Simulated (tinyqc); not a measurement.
Classical Heisenberg spin chain: exact results, Metropolis, heat-bath and over-relaxation steps, and a Monte Carlo run: one step, computed by the program tinyqc. Command: `OMP_NUM_THREADS=1 python tinyqc.py 3130158 3130159 out.jsonl heismc walk`. One thread of a shared host (Intel(R) Xeon(R) Processor @ 2.30GHz), about 0.1 s of CPU time with the checks.

E = -J sum_i s_i . s_(i+1) for unit vectors s_i on an open chain; K = J/(k_B T).

Task: Four single-spin steps. The given spins are first normalised. Spins 2 and 3 are updated in turn, with h = K (sum of the two neighbours). Heat bath: cos(theta) = 1 + ln(1 - r1 (1 - exp(-2 |h|)))/|h| about n = h/|h|, azimuth 2 pi r2 = phi in the frame a = n x z/|n x z|, b = n x a: s = n cos(theta) + sin(theta)(a cos(phi) + b sin(phi)); r1, r2 are the first two numbers of the row.

Inputs (values chosen for the exercise, for a model chain of large moments): temperature T = 69.1 K.

Update: heat bath.

four neighbouring spins (rows; components x, y, z):
```
         1        2        3
1   0.6676   0.3022   0.6804
2  -0.3625   0.9285  -0.0807
3  -0.8818  -0.3516   0.3144
4   0.1485   0.7355   0.6610
```

random numbers, one row a step:
```
        1       2       3
1  0.7689  0.9699  0.8282
2  0.5149  0.3030  0.9838
3  0.7959  0.8775  0.1452
4  0.5831  0.1338  0.1268
```

K = 3.358761

Give: the table «Steps» with the columns |h|, h . s before, h . s after, move, x, y, z.

Result:

Steps:

| spin | \|h\| | h . s before | h . s after | move | x | y | z |
|---|---|---|---|---|---|---|---|
| 2 | 3.422 | -0.163 | 1.961 | heat bath | -0.1547 | 0.7904 | 0.5927 |
| 3 | 6.633 | -0.460 | 5.910 | heat bath | -0.1524 | 0.9602 | 0.2340 |
| 2 | 5.514 | 4.904 | 3.925 | heat bath | 0.5875 | 0.1047 | 0.8024 |
| 3 | 6.184 | 3.483 | 5.309 | heat bath | 0.8006 | 0.3949 | 0.4506 |
